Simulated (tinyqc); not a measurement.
Worked calculation: lattice vibrations of a chain. One step of it, computed by the program tinyqc.

Problem. Frequencies. omega^2 are the eigenvalues; wavenumber = 521.4708 sqrt(eigenvalue) 1/cm.

D(q) (eV/(angstrom^2 u)):
```
                     1          2          3                    4
1             0.258813  -0.208792   0.000000  -0.480928+0.349415i
2            -0.208792   2.783333  -0.739748             0.000000
3             0.000000  -0.739748   0.503006            -0.707909
4  -0.480928-0.349415i   0.000000  -0.707909             3.876033
```

Give: eigenvalues; wavenumbers; weights |e|^2 of the mass-weighted modes.

Solution.

eigenvalues: 0.006  0.314  2.970  4.130

wavenumbers (1/cm): 41.9  292.2  898.8  1059.8

weights |e|^2 of the mass-weighted modes:
```
        mode 1  mode 2  mode 3  mode 4
atom 1   0.486   0.489   0.002   0.023
atom 2   0.049   0.024   0.908   0.019
atom 3   0.415   0.485   0.053   0.046
atom 4   0.050   0.001   0.037   0.912
```
